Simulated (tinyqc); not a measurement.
# Scale length and length offset from two DIBL values

Inverse problem. DIBL = exp(-Le/(2 l)) + 2 exp(-Le/l) with Le = L - dL. Find l, dL and the drawn length for a DIBL of 100 mV/V.

DIBL at drawn lengths 100 and 150 nm (mV/V): 69.781625  14.671171

Answer. With e = exp(-Le/(2 l)), 2 e^2 + e = DIBL gives e and so Le/l at each length; Le/l is a straight line in L with slope 1/l.

l = 17.0 nm
dL = 5.50 nm
length for 100 mV/V = 89.1 nm

Numbers from tinyqc (`OMP_NUM_THREADS=1 python tinyqc.py 2002023 2002024 out.jsonl`; about 0.01 s on one thread of a shared Intel Xeon 2.30GHz).
